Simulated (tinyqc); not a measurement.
## Counting rate against photon rate

True rate n = nph PDP (dark counts neglected); measured n/(1 + n td) for a non-paralysable detector, n exp(-n td) for a paralysable one.

Values chosen for this exercise:
```
symbol  value  unit    meaning
td          5    ns  dead time
```

PDP = 0.451

Results:

| nph (1/s) | n td | non-paralysable (1/s) | paralysable (1/s) |
|---|---|---|---|
| 4.4e6 | 0.0099220 | 1.9649e6 | 1.9648e6 |
| 2.4e7 | 0.054120 | 1.0268e7 | 1.0254e7 |
| 5.4e7 | 0.12177 | 2.1710e7 | 2.1562e7 |
| 1.3e8 | 0.29315 | 4.5339e7 | 4.3733e7 |
| 2.9e8 | 0.65395 | 7.9077e7 | 6.8009e7 |
| 6.7e8 | 1.5109 | 1.2035e8 | 6.6696e7 |
| 1.5e9 | 3.3825 | 1.5436e8 | 2.2976e7 |
| 3.5e9 | 7.8925 | 1.7751e8 | 5.8962e5 |

Estimate the missing row, nph = 1e7 1/s.

Computed row:

| nph (1/s) | n td | non-paralysable (1/s) | paralysable (1/s) |
|---|---|---|---|
| 1e7 | 0.022550 | 4.4105e6 | 4.4094e6 |

With this row back in the table: The non-paralysable rate climbs towards 1/td = 2.00e8 1/s and reaches 0.888 of it. The paralysable rate goes from 1.96e6 through a maximum of 6.80e7 (at nph = 2.9e8 1/s among the rows listed) to 5.90e5 1/s; its true maximum, 1/(e td) = 7.36e7 1/s, lies at n td = 1, so a measured rate below that has two possible causes.

Computed by the program tinyqc: `OMP_NUM_THREADS=1 python tinyqc.py 2630029 2630030 out.jsonl`, one thread of a shared Intel Xeon 2.30GHz, about 0.01 s for the whole run.
